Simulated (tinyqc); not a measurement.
## Resistance of a source-drain extension with a graded tip: effect of the gate overdrive

y runs along the channel, the gate covers y > 0. The doping is N0 for y < y0 and N0 10^(-(y - y0)/la) beyond, uniform over the depth xj. Sheet conductance s(y) = q mu(N) max(N - Nch, 0) xj + (for y > 0) ma Cox Vo, with mu(N) = u0 + (u1 - u0)/(1 + (N/Nr)^au) and Cox = eps0 eox/tox. Current is taken as one-dimensional; depletion of the tip, spreading and the contact are left out. The metallurgical junction lies at yj, where N = Nch.

R_spacer = integral of dy/s from -Ls to 0, R_ov from 0 to yj, R_channel = (Lg - 2 yj)/(ma Cox Vo), R_total = 2 R_spacer + 2 R_ov + R_channel. Electrical length L_eff = ma Cox dR_total/d(1/Vo); R_series = R_total - L_eff/(ma Cox Vo).

Values chosen for this exercise; mobility law close to that of electrons in silicon:

| symbol | value | unit | meaning |
|---|---|---|---|
| eox | 3.9 |  | relative permittivity of the gate insulator (close to silicon dioxide) |
| tox | 2.1 | nm | insulator thickness |
| N0 | 8.3e19 | cm^-3 | active doping of the extension far from the gate |
| la | 3.9 | nm/decade | lateral abruptness |
| y0 | 2.2 | nm | position under the gate where the fall begins (gate edge at 0) |
| xj | 12 | nm | depth of the extension |
| Nch | 2.3e18 | cm^-3 | channel doping |
| Ls | 7 | nm | spacer length |
| ma | 240 | cm^2/(V s) | mobility of the gate-induced layer |
| u1 | 1414 | cm^2/(V s) | mobility at low doping |
| u0 | 68.5 | cm^2/(V s) | mobility at high doping |
| Nr | 9.2e16 | cm^-3 | reference doping |
| au | 0.711 |  | exponent |
| Lg | 45 | nm | gate length |

Constants: q = 1.602176634e-19 C, eps0 = 8.8541878128e-14 F/cm where lengths are in cm. Results are converted to the units shown.

The same in every row: yj (nm) = 8.274; R_spacer (ohm um) = 5.706.

Result of one run:
```
R_ov (ohm um)	R_channel (ohm um)	R_total (ohm um)	L_eff (nm)	R_series (ohm um)
22.01	240.3	295.8	31.16	32.59
```

Which gate overdrive Vo gave this result: 0.3, 0.75, 0.9 or 1.05 V?

Vo = 0.3 V.

The whole series:
```
Vo (V)	R_ov (ohm um)	R_channel (ohm um)	R_total (ohm um)	L_eff (nm)	R_series (ohm um)
0.15	30.78	480.6	553.6	30.09	45.29
0.3	22.01	240.3	295.8	31.16	32.59
0.45	17.69	160.2	207.0	31.97	26.96
0.6	14.99	120.2	161.5	32.64	23.68
0.75	13.10	96.13	133.7	33.22	21.52
0.9	11.69	80.11	114.9	33.72	19.98
1.05	10.59	68.66	101.3	34.16	18.82
1.2	9.700	60.08	90.89	34.56	17.91
```

As Vo goes from 0.15 to 1.2, R_total falls from 554 to 90.9 ohm um, L_eff rises from 30.1 to 34.6 nm and R_series falls from 45.3 to 17.9 ohm um. Both extracted quantities depend on the overdrive at which they are taken.

Program tinyqc, `OMP_NUM_THREADS=1 python tinyqc.py 2282013 2282014 out.jsonl`; Intel Xeon 2.30GHz, shared host, one thread, about 0.05 s.
